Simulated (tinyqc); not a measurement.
# Chemical vapour deposition: Grove model, boundary layer, depletion and step coverage, step by step

A worked calculation. Computed by tinyqc, a small Python program that keeps every step. Command: `OMP_NUM_THREADS=1 python tinyqc.py 3019968 3019969 out.jsonl cvd walk`. One thread of a shared host (Intel(R) Xeon(R) Processor @ 2.30GHz), about 0.01 s of CPU time with the checks. Intermediate numbers are printed to about 7 digits and carried at full precision; extremes and crossings named in words are read from the listed rows.

A precursor diffuses to the surface and reacts there at first order; each molecule that reacts adds one formula unit of film.

Inputs (values chosen for the exercise, close to those used for silicon nitride (counted as SiN4/3)):
```
quantity                                            value                unit
prefactor k0 of k_s                               8.9e+07                cm/s
activation energy E                                   1.8                  eV
temperature T                                         830                   C
total pressure p                                      760                torr
mole fraction of the precursor Y                   0.0033                   -
gas diffusivity D0 at 273.15 K and 760 torr           0.3              cm^2/s
film density N                                      4e+22  formula units/cm^3
precursor mass M                                      101                   u
trench width w                                       0.13                  um
aspect ratio of the trench                             11                   -
gas velocity U                                         10                cm/s
kinematic viscosity nu0 at 273.15 K and 760 torr     0.15              cm^2/s
susceptor length L                                     56                  cm
channel height b                                      4.6                  cm
```

Reactor: horizontal, atmospheric.

Constants: k_B = 1.380649e-23 J/K; u = 1.6605390666e-27 kg; k_B = 8.617333262e-05 eV/K.

## Gas-phase and surface constants

k_s = k0 exp(-E/(k_B T)); C_g = Y p/(k_B T), 1 torr = 133.322 Pa; D = D0 (T/273.15)^1.75 (760/p). Temperatures in kelvin are T(C) + 273.15. Mean speed c = sqrt(8 k_B T/(pi M)); reactive sticking probability beta = 4 k_s/c.

surface rate constant k_s = 0.5321437 cm/s

precursor density C_g = 2.195389e+16 1/cm^3

gas diffusivity D = 3.451673 cm^2/s

mean speed c = 48088.78 cm/s

sticking probability beta = 4.426344e-05

## Boundary layer

nu = nu0 (T/273.15)^1.75 (760/p); Re = U L/nu; mean boundary layer delta = (2/3) L/sqrt(Re), at most b/2; h_g = D/delta.

Reynolds number Re = 324.4803

boundary layer delta = 2.072538 cm

mass-transfer coefficient h_g = 1.665433 cm/s

## Growth rate at the inlet

Fluxes in series: C_s = C_g/(1 + k_s/h_g); growth rate G = k_s h_g/(k_s + h_g) C_g/N; 1 cm/s = 6e8 nm/min.

ratio k_s/h_g = 0.3195228

C_s/C_g = 0.7578497

growth rate G at the inlet = 132.8051 nm/min

Reaction and transport resist to a similar degree.

## Depletion along the susceptor

Plug flow: U b dC/dx = -k_eff C with k_eff = k_s h_g/(k_s + h_g), so C falls as exp(-k_eff x/(U b)); the used share of the precursor is 1 - C(L)/C(0).

k_eff = 0.4032850 cm/s

depletion length = 114.0633 cm

rate at the outlet over rate at the inlet = 0.6120412

rate at the outlet = 81.28221 nm/min

38.8 % of the precursor is used.

## Reaction control against transport control

The formulas are those given above.

Rates:
```
T (C)    k_s (cm/s)  h_g (cm/s)  G (nm/min)  reaction limit (nm/min)  transport limit (nm/min)
630    8.035058e-03    1.398015      3.2135             3.231964e+00                  562.3273
680    2.703302e-02    1.465507     10.1166             1.030317e+01                  558.5525
730    8.058887e-02    1.532558     27.7261             2.918412e+01                  554.9942
780    2.165766e-01    1.599193     65.7959             7.470655e+01                  551.6300
830    5.321437e-01    1.665433    132.8051             1.752394e+02                  548.4409
880    1.209455e+00    1.731298    224.3131             3.810143e+02                  545.4104
930    2.567526e+00    1.796808    319.1656             7.752334e+02                  542.5243
980    5.132770e+00    1.875844    398.2453             1.487942e+03                  543.7896
1030   9.729787e+00    2.008776    464.1548             2.712353e+03                  559.9825
```

The apparent activation energy of G is 1.70 eV between the first rows and 0.43 eV between the last, against E = 1.8 eV. k_s passes h_g between 880 and 930 C, where control shifts from the surface to the gas. In the reaction limit the slope is E - k_B T, because C_g falls as 1/T; any further lowering comes from transport. The transport limit turns upwards in the rows where delta has reached its cap b/2.

## Step coverage in a trench

In a long trench of width w and depth l = aspect ratio x w: Knudsen diffusivity D_K = (2w) c/3 (hydraulic diameter 2w), combined as 1/D_e = 1/D_K + 1/D; D_e d2C/dz2 = 2 k_s C/w with D_e dC/dz = -k_s C at the floor. With m = sqrt(2 k_s/(w D_e)): C(floor)/C(top) = 1/[cosh(m l) + (k_s/(D_e m)) sinh(m l)].

Knudsen diffusivity D_K = 0.4167694 cm^2/s

effective diffusivity D_e = 0.3718685 cm^2/s

modulus m l = 0.06709639

step coverage = 0.9975494

Gas collisions matter in the trench as well as wall collisions. Coverage is nearly conformal. Caution: the hydraulic-diameter form of D_K is rough for a slit.

Checks made by the program: step coverage against a numerical boundary-value solution (relative difference below 1e-10).
